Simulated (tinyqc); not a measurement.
Changing the doping N: specific resistance of a metal-semiconductor contact and its transmission-line measurement. Computed by tinyqc, a small Python program. Command: `OMP_NUM_THREADS=1 python tinyqc.py 3002804 3002805 out.jsonl contact sweep`. One thread of a shared host (Intel(R) Xeon(R) Processor @ 2.30GHz), about 0.01 s of CPU time with the checks.

The barrier is parabolic (depletion approximation), energies E are normal energies counted from the band edge in the neutral semiconductor (downwards for holes), and the bias is zero. xi is an input, held fixed when other inputs move.

Inputs (values chosen for the exercise, modelled on n-type In0.53Ga0.47As):
```
quantity                                         value          unit
tunnelling mass m                                0.044           m_0
permittivity eps                                  13.9             -
Richardson constant A*                            4.83  A/(cm^2 K^2)
barrier height phi_B                              0.21            eV
Fermi level above the band edge in the bulk, xi   0.51            eV
temperature T                                      300             K
```

Image-force lowering: left out.

Constants: hbar = 1.054571817e-34 J s; eps_0 = 8.8541878128e-12 F/m; m_0 = 9.1093837015e-31 kg; k_B = 8.617333262e-05 eV/K; e = 1.602176634e-19 C.

Method:
- E_00 = (e hbar/2) sqrt(N/(eps eps_0 m)); band bending E_b = phi_B + xi; depletion width w = sqrt(2 eps eps_0 E_b/(e^2 N)).
- WKB transmission for E < E_b, with a = E/E_b: D = exp{-(E_b/E_00) [sqrt(1 - a) - a ln((1 + sqrt(1 - a))/sqrt(a))]}; D = 1 above.
- At zero bias 1/rho_c = (e A*/k_B^2) int D(E) f(E) dE, f = 1/(1 + exp((E - xi)/k_B T)); 200 Gauss-Legendre points from 0 to E_b, and k_B T ln(1 + exp((xi - E_b)/k_B T)) for the part above the barrier; the share of tunnelling is the part below.

One run for each value; columns: (1) doping N (1/cm^3); (2) specific contact resistance rho_c (ohm cm^2); (3) E_00/k_B T; (4) share of tunnelling (%); (5) depletion width (nm):
```
(1)              (2)     (3)     (4)     (5)
1.00e+17  1.9131e-05  0.2904  90.460  105.17
1.90e+17  8.5313e-06  0.4003  95.746   76.30
3.60e+17  3.2209e-06  0.5510  98.394   55.43
6.70e+17  1.1874e-06  0.7517  99.408   40.63
1.30e+18  4.3404e-07  1.0471  99.784   29.17
2.40e+18  1.8996e-07  1.4227  99.905   21.47
4.50e+18  9.1330e-08  1.9481  99.954   15.68
8.40e+18  4.9106e-08  2.6616  99.976   11.48
1.60e+19  2.8501e-08  3.6733  99.986    8.31
3.00e+19  1.8174e-08  5.0299  99.991    6.07
```

Describe and explain the trends.

Over the rows, specific contact resistance rho_c (ohm cm^2) falls from 1.91e-5 to 1.82e-8 (exponent d ln y / d ln x -1.3 between the first rows and -0.72 between the last); E_00/k_B T rises from 0.290 to 5.03 (exponent d ln y / d ln x about 0.50 throughout); share of tunnelling (%) rises from 90.5 to 100.0. The exponent of depletion width stays at -0.50: the depletion approximation. xi is held fixed. Doping thins the barrier, and the tunnelling exponent, of order phi_B/E_00, falls as N^(-1/2). E_00 passes 5 k_B T (field emission) between 1.60e19 and 3.00e19 per cm^3. In the last rows the barrier is no longer opaque, and rho_c levels off towards the limit set by the supply of carriers.

Extremes, crossings and ranges named in words are read from the listed rows.
